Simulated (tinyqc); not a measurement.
Potential-pH (Pourbaix) lines of a metal, its cation, its oxide and an oxyanion, with a complexing ligand: one step, computed by the program tinyqc. Command: `OMP_NUM_THREADS=1 python tinyqc.py 3005684 3005685 out.jsonl pourb walk`. One thread of a shared host (Intel(R) Xeon(R) Processor @ 2.30GHz), about 0.01 s of CPU time with the checks.

Potentials are against the standard hydrogen electrode; solids and water have unit activity; dG_f of M, H+ and the electron is zero; F = e N_A and s = R T ln(10)/F. The cation carries z = 2.

Task: Mixed potential with oxygen reduction. Anodic i = i0a 10^((E - E_a)/b_a) with E_a the cation line with ligand; cathodic i = i0c 10^((E_c - E)/b_c) with E_c the oxygen line; supply caps the cathodic current, 1/i_c = 1/i(Tafel) + 1/i_L. E_corr makes the two currents equal. Without the cap it would be [b_c E_a + b_a E_c + b_a b_c log10(i0c/i0a)]/(b_a + b_c). Rate = i V_m/(z F). Films are left out.

Inputs (values chosen for the exercise, modelled on tin):
```
quantity                       value      unit
temperature T                 298.15         K
pH                                12         -
limiting current density i_L  0.0025    A/cm^2
molar volume V_m                16.3  cm^3/mol
```

Species: M, M2+, MO, MO2(2-).

exchange current densities, metal and cathodic (A/cm^2): 2.3e-05  1.6e-11

Tafel slopes, anodic and cathodic (mV/decade): 75  150

cation line with ligand = -0.4586789 V

oxygen line = 0.5189793 V

Constants: e = 1.602176634e-19 C; N_A = 6.02214076e+23 1/mol.

Give: E_corr without the cap; corrosion potential E_corr; corrosion current density; i/i_L; etch rate.

Result:

E_corr without the cap = -0.4407 V

corrosion potential E_corr = -0.4410 V

corrosion current density = 3.955e-05 A/cm^2

i/i_L = 0.01582

etch rate = 2.005 nm/min

The current is under activation control. Caution: other oxidation states, hydroxides and hydrides are left out, and the lines say nothing of rates. Caution: at this pH the oxide, not the cation, is the stable product, and a film would cut the rate. Caution: so near the reversible potential the back reaction matters and the Tafel form fails.
